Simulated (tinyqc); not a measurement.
X-ray reflectivity of a thin film on silicon: critical angles, Parratt recursion, fringes and roughness: one step, computed by the program tinyqc.

n = 1 - delta + i beta; the classical electron radius is r_e = 2.8179403e-6 nm. Layer 0 is vacuum, 1 the film, 2 the substrate.

Task: Reflectivity at one angle. k_j = (2 pi/lambda) sqrt(sin^2 theta - 2 delta_j + 2 i beta_j); r_ij = (k_i - k_j)/(k_i + k_j) x exp(-2 k_i k_j sigma^2) (Nevot-Croce); r = (r_01 + r_12 p)/(1 + r_01 r_12 p), p = exp(2 i k_1 d); R = |r|^2.

Inputs (values chosen for the exercise, modelled on TiN on silicon, copper K-alpha radiation):
```
quantity                              value     unit
wavelength lambda                   0.15406       nm
film thickness d                       23.3       nm
roughness of the surface sigma_1       0.85       nm
roughness of the interface sigma_2     0.11       nm
grazing angle theta                    2.36  degrees
```

Constants:
```
layer      rho_e (1/nm^3)         delta          beta  critical angle (degrees)  q_c (1/nm)
film             1504.186  1.601155e-05  1.136820e-06                 0.3242308   0.4615849
substrate         711.402  7.572626e-06  1.741704e-07                 0.2229774   0.3174375
```

Give: k_0, k_1, k_2; 1000 r_01; 1000 r_12; p; reflectivity R; q = 4 pi sin(theta)/lambda.

Result:

k_0, k_1, k_2 (1/nm): 1.679  1.663+0.001i  1.672

1000 r_01 = 0.08412-0.00626i

1000 r_12 = -2.359+0.271i

p = -0.4949+0.8091i

reflectivity R = 5.264e-06

q = 4 pi sin(theta)/lambda = 3.359 1/nm
